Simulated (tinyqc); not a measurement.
Closable height against the size of the gap: wafer bonding and layer transfer: bond energy, gap closing, particles, bonding of dissimilar wafers and hydrogen blisters. Computed by tinyqc, a small Python program. Command: `OMP_NUM_THREADS=1 python tinyqc.py 3012892 3012893 out.jsonl bond walk`. One thread of a shared host (Intel(R) Xeon(R) Processor @ 2.30GHz), about 0.01 s of CPU time with the checks.

gamma is the energy per area of each of the two surfaces; plates are isotropic.

Inputs (values chosen for the exercise, with wafer 1 close to silicon):
```
quantity             value        unit
Young's modulus E1     161         GPa
Young's modulus E2    88.3         GPa
Poisson ratio nu      0.22           -
thickness t1           775  micrometre
thickness t2           350  micrometre
blade thickness t_b    100  micrometre
crack length L        16.4          mm
```

Pair: two different wafers.

Method. Two cantilevers opened by t_b: gamma = 3 t_b^2 E1 t1^3 E2 t2^3/(16 L^4 (E1 t1^3 + E2 t2^3)). E' = E1/(1 - nu^2), equal wafers of thickness t1 assumed. A gap of radius R closes if h_g < h_c: h_c = R^2/sqrt((2/3) E' t1^3/gamma) for R > 2 t1 (plate bending), h_c = 3.6 sqrt(R gamma/E') for R < 2 t1 (local deformation).

bond energy gamma = 0.0934088 J/m^2

Gap closing:
```
R (mm)    regime    h_c (nm)  slope h_c/R
1.00e-04   local  8.4588e-01    0.0084588
1.00e-03   local  2.6749e+00    0.0026749
1.00e-02   local  8.4588e+00    0.0008459
1.00e-01   local  2.6749e+01    0.0002675
5.00e-01   local  5.9813e+01    0.0001196
2.00e+00   plate  1.6872e+02    0.0000844
5.00e+00   plate  1.0545e+03    0.0002109
2.00e+01   plate  1.6872e+04    0.0008436
5.00e+01   plate  1.0545e+05    0.0021090
```

Roughness of 100 nm scale may be 0.85 nm in half height, waviness of radius 5 cm as much as 110 micrometre: h_c goes as R^(1/2) when the wafer deforms locally and as R^2 when it bends. The allowed slope is least near R = 2 t1, so defects about 4 t1 wide are the hardest to close; bow matters little.

Extremes, crossings and ranges named in words are read from the listed rows.
